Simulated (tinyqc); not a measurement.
# Dopants and charged point defects at anneal temperature: Fermi-level effect, clustering and pairing, step by step

A worked calculation. Computed by tinyqc, a small Python program that keeps every step. Command: `OMP_NUM_THREADS=1 python tinyqc.py 3020093 3020094 out.jsonl pairing walk`. One thread of a shared host (Intel(R) Xeon(R) Processor @ 2.30GHz), about 0.03 s of CPU time with the checks. Intermediate numbers are printed to about 6 digits and carried at full precision; extremes and crossings named in words are read from the listed rows.

Boltzmann statistics and full ionisation of active dopants. Energies are counted from the valence band; the defect (a vacancy or self-interstitial) has five charge states, with all degeneracy factors one.

Inputs (values chosen for the exercise, with bands modelled on InP):

| quantity | value | unit |
|---|---|---|
| gap at 0 K E_g0 | 1.43 | eV |
| Varshni alpha | 0.000359 | eV/K |
| Varshni beta | 168 | K |
| electron mass m_e | 0.079 | m_0 |
| valleys M_c | 1 | - |
| hole mass m_h | 0.594 | m_0 |
| anneal temperature T | 990 | K |
| total dopant density N | 6.3e+18 | cm^-3 |
| formation enthalpy of the neutral defect H_f | 3.44 | eV |
| formation entropy S_f | 9.1 | k_B |
| site density N_s | 3.9e+22 | cm^-3 |
| intrinsic dopant diffusivity D_i | 4.3e-15 | cm^2/s |
| anneal time t | 600 | s |
| dopant atoms per cluster k | 3 | - |
| cluster binding energy E_b | 1.71 | eV |

Dopant: donor. Second part: clustering of the dopant.

defect levels as fractions of E_g(T): (2+/+), (+/0), (0/-), (-/2-): 0.16  0.086  0.63  0.93

Constants: m_0 = 9.1093837015e-31 kg; k_B = 1.380649e-23 J/K; h = 6.62607015e-34 J s; k_B = 8.617333262e-05 eV/K.

## The host at the anneal temperature

E_g = E_g0 - alpha T^2/(T + beta). N_c = 2 M_c (2 pi m_e k_B T/h^2)^(3/2) and N_v = 2 (2 pi m_h k_B T/h^2)^(3/2), masses in units of m_0. n_i = sqrt(N_c N_v) exp(-E_g/2 k_B T); E_i = E_g/2 + (k_B T/2) ln(N_v/N_c).

E_g = 1.12615 eV

k_B T = 0.0853116 eV

n_i = 2.06282e+16 cm^-3

E_i = 0.692159 eV

effective density of states N_b of the majority band = 3.34029e+18 cm^-3

## Active and clustered dopant

n = A/2 + sqrt(A^2/4 + n_i^2) for an active density A. k ionised dopants and k carriers form one neutral cluster: C = N_s (A/N_s)^k (n/N_b)^k exp(E_b/k_B T), N_b the effective density of states of the majority band, and N = A + k C (60 bisections in ln A between ln N - 90 and ln N).

active density A = 2.30232e+18 cm^-3

clusters C = 1.33256e+18 cm^-3

active share = 0.365447

63 % of the dopant is lost to clusters.

## Carrier density and Fermi level

chi = n/n_i (for acceptors n_i/p); E_F = E_i + k_B T ln chi; field enhancement h = 1 + A/sqrt(A^2 + 4 n_i^2).

n = 2.30250e+18 cm^-3

chi = 111.619

E_F = 1.09441 eV

field enhancement h = 1.99984

The doping is 112 n_i: extrinsic conditions.

## Charged defects

C_0 = N_s exp(S_f/k_B) exp(-H_f/k_B T). Ratios to the neutral state at E_F = E_i: r_+ = exp((E(+/0) - E_i)/k_B T), r_2+ = r_+ exp((E(2+/+) - E_i)/k_B T), r_- = exp((E_i - E(0/-))/k_B T), r_2- = r_- exp((E_i - E(-/2-))/k_B T); at other E_F state q scales as chi^(-q). The enhancement is sum r_q chi^(-q)/sum r_q. The charge on the defects is left out of neutrality.

neutral defects C_0 = 1.07445e+09 cm^-3

Charge states:

| state | ratio r | intrinsic (cm^-3) | doped (cm^-3) |
|---|---|---|---|
| 2+ | 2.30763e-06 | 2.47944e+03 | 1.99009e-01 |
| + | 9.32107e-04 | 1.00151e+06 | 8.97251e+03 |
| 0 | 1.00000e+00 | 1.07445e+09 | 1.07445e+09 |
| - | 8.16290e-01 | 8.77066e+08 | 9.78976e+10 |
| 2- | 1.27006e-02 | 1.36462e+07 | 1.70016e+11 |

all defects, doped = 2.68988e+11 cm^-3

enhancement over intrinsic = 136.808

mean charge = -1.62806 e

Doping leaves the neutral state alone and multiplies the total by 137; the most common state is 2- (in intrinsic material 0).

## Dopant diffusivity

If every charge state of the defect carries the dopant equally well, D = D_i x enhancement x h x (active share A/N, a rough stand-in that overstates the dA/dN which immobile clusters call for), D_i being an input held fixed when T or H_f is moved; diffusion length 2 sqrt(D t).

effective diffusivity D = 4.29933e-13 cm^2/s

D/D_i = 99.9843

diffusion length = 321.222 nm

## Against doping

chi = n/n_i; h = 1 + A/sqrt(A^2 + 4 n_i^2); the dopant diffusivity over its intrinsic value is D/D_i = enhancement x h x A/N, if every charge state carries the dopant equally well.

Trend at the anneal temperature:

| N (cm^-3) | active A (cm^-3) | chi | defect enhancement | mean charge | D/D_i |
|---|---|---|---|---|---|
| 6.20e+14 | 6.20000e+14 | 1.015 | 1.007 | -0.46341 | 1.022 |
| 2.10e+15 | 2.10000e+15 | 1.052 | 1.024 | -0.47289 | 1.076 |
| 7.40e+15 | 7.40000e+15 | 1.195 | 1.090 | -0.50697 | 1.282 |
| 2.60e+16 | 2.60000e+16 | 1.812 | 1.378 | -0.61955 | 2.113 |
| 8.80e+16 | 8.80000e+16 | 4.489 | 2.689 | -0.84869 | 5.123 |
| 3.10e+17 | 3.09976e+17 | 15.093 | 8.860 | -1.11676 | 17.642 |
| 1.10e+18 | 1.06155e+18 | 51.481 | 41.905 | -1.42591 | 80.851 |
| 3.60e+18 | 1.98042e+18 | 96.016 | 107.362 | -1.59088 | 118.111 |
| 1.30e+19 | 2.69590e+18 | 130.698 | 177.405 | -1.66520 | 73.575 |

Well below n_i = 2.06e16 cm^-3 chi and the enhancement are near 1. At any doping d ln(enhancement)/d ln chi equals minus the mean charge, which goes from -0.46 to -1.67 over the rows. Clustering bends A over: its exponent in N falls to 0.24, towards 1/(2k) = 0.167, and D/D_i peaks at N = 3.6e18 cm^-3.

## Activation against anneal temperature

The formulas are those given above.

Equilibrium activation:

| T (K) | n_i (cm^-3) | active A (cm^-3) | clusters C (cm^-3) | active share |
|---|---|---|---|---|
| 590 | 2.75639e+13 | 1.74126e+17 | 2.04196e+18 | 0.027639 |
| 690 | 2.82392e+14 | 4.38023e+17 | 1.95399e+18 | 0.069527 |
| 790 | 1.65413e+15 | 8.77876e+17 | 1.80737e+18 | 0.139345 |
| 890 | 6.66372e+15 | 1.50535e+18 | 1.59822e+18 | 0.238944 |
| 990 | 2.06282e+16 | 2.30232e+18 | 1.33256e+18 | 0.365447 |
| 1090 | 5.26636e+16 | 3.21900e+18 | 1.02700e+18 | 0.510952 |
| 1190 | 1.16250e+17 | 4.17058e+18 | 7.09807e+17 | 0.661997 |

The active share goes from 0.0276 at 590 K to 0.662 at 1190 K, so a layer activated by a hot, short anneal is metastable and deactivates in later, cooler steps if the dopant can move. Over the first three rows, where most dopant is clustered, a fit of ln A rises with slope 0.325 eV against -1/k_B T, near E_b/(2k) = 0.285 eV plus 0.75 k_B T.

Checks made by the program: conservation of the dopant (relative difference below 1e-10); ratios against Boltzmann factors of formation energies at E_F (relative difference below 1e-10).
